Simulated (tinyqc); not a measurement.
# Resistance of a source-drain extension with a graded tip: what changes with what

y runs along the channel, the gate covers y > 0. The doping is N0 for y < y0 and N0 10^(-(y - y0)/la) beyond, uniform over the depth xj. Sheet conductance s(y) = q mu(N) max(N - Nch, 0) xj + (for y > 0) ma Cox Vo, with mu(N) = u0 + (u1 - u0)/(1 + (N/Nr)^au) and Cox = eps0 eox/tox. Current is taken as one-dimensional; depletion of the tip, spreading and the contact are left out. The metallurgical junction lies at yj, where N = Nch.

Inputs (values chosen for the exercise); mobility law close to that of electrons in silicon: relative permittivity of the gate insulator (close to aluminium oxide) eox = 8.76; insulator thickness tox = 3.1 nm; active doping of the extension far from the gate N0 = 8.6e19 cm^-3; lateral abruptness la = 5.8 nm/decade; depth of the extension xj = 15 nm; channel doping Nch = 2.9e18 cm^-3; spacer length Ls = 7 nm; gate overdrive Vo = 0.9 V; mobility of the gate-induced layer ma = 94 cm^2/(V s); mobility at low doping u1 = 1414 cm^2/(V s); mobility at high doping u0 = 68.5 cm^2/(V s); reference doping Nr = 9.2e16 cm^-3; exponent au = 0.711; gate length Lg = 45 nm.

Constants: q = 1.602176634e-19 C, eps0 = 8.8541878128e-14 F/cm where lengths are in cm. Results are converted to the units shown.

Each table varies one quantity; the others keep the values above.

## Abruptness at a fixed junction position

R_spacer = integral of dy/s from -Ls to 0, R_ov from 0 to yj, R_channel = (Lg - 2 yj)/(ma Cox Vo), R_total = 2 R_spacer + 2 R_ov + R_channel. Electrical length L_eff = ma Cox dR_total/d(1/Vo); R_series = R_total - L_eff/(ma Cox Vo). y0 is moved with la so that yj stays at 7.6382 nm.

The same in every row: yj (nm) = 7.638; R_channel (ohm um) = 140.4.

Results:
```
la (nm/decade)  R_spacer (ohm um)  R_ov (ohm um)  R_total (ohm um)  L_eff (nm)  R_series (ohm um)
1                           4.447          6.573             162.5       30.67              17.57
2.1                         4.447          9.098             167.5       31.48              18.81
3.3                         4.447          11.85             173.0       32.35              20.17
4.4                         4.447          14.38             178.1       33.16              21.42
5.6                         4.496          17.09             183.6       34.03              22.82
6.7                         5.101          19.18             189.0       34.78              24.67
9                           8.409          22.36             202.0       36.11              31.35
```

Estimate the missing row, la = 7.9 nm/decade.

Computed row:
```
la (nm/decade)  R_spacer (ohm um)  R_ov (ohm um)  R_total (ohm um)  L_eff (nm)  R_series (ohm um)
7.9                         6.505          21.01             195.4       35.52              27.66
```

With this row back in the table: As la goes from 1 to 9 nm/decade, R_total rises from 162 to 202 ohm um, R_spacer rises from 4.45 to 8.41 ohm um and R_ov rises from 6.57 to 22.4 ohm um. R_total changes on average by 4.94 ohm um for each nm/decade. L_eff exceeds the metallurgical length by 0.947 nm in the first row and 6.39 nm in the last, since the gate also controls the lightly doped tips.

## Effect of the position under the gate where the fall begins

Same model as above.

Results:
```
y0 (nm)  yj (nm)  R_spacer (ohm um)  R_ov (ohm um)  R_channel (ohm um)  R_total (ohm um)  L_eff (nm)  R_series (ohm um)
-6         2.538              15.34          9.261               188.6             237.8       43.02              34.57
-2         6.538              5.064          16.53               150.8             194.0       36.30              22.54
0          8.538              4.447          18.09               131.9             177.0       32.41              23.90
2          10.54              4.447          19.21               113.0             160.3       28.46              25.87
4          12.54              4.447          20.33               94.13             143.7       24.52              27.84
6          14.54              4.447          21.45               75.23             127.0       20.58              29.82
8          16.54              4.447          22.57               56.33             110.4       16.63              31.79
```

Estimate the missing row, y0 = -4 nm.

Computed row:
```
y0 (nm)  yj (nm)  R_spacer (ohm um)  R_ov (ohm um)  R_channel (ohm um)  R_total (ohm um)  L_eff (nm)  R_series (ohm um)
-4         4.538              7.770          13.76               169.7             212.8       39.94              24.07
```

With this row back in the table: As y0 goes from -6 to 8, R_total falls from 238 to 110 ohm um, L_eff falls from 43.0 to 16.6 nm and R_series goes from 34.6 through a minimum of 22.5 (at y0 = -2 among the rows listed) to 31.8 ohm um. More overlap also shortens the channel and adds capacitance, effects on threshold and speed that are left out.

Numbers from tinyqc (`OMP_NUM_THREADS=1 python tinyqc.py 2282286 2282287 out.jsonl`; about 0.03 s on one thread of a shared Intel Xeon 2.30GHz).
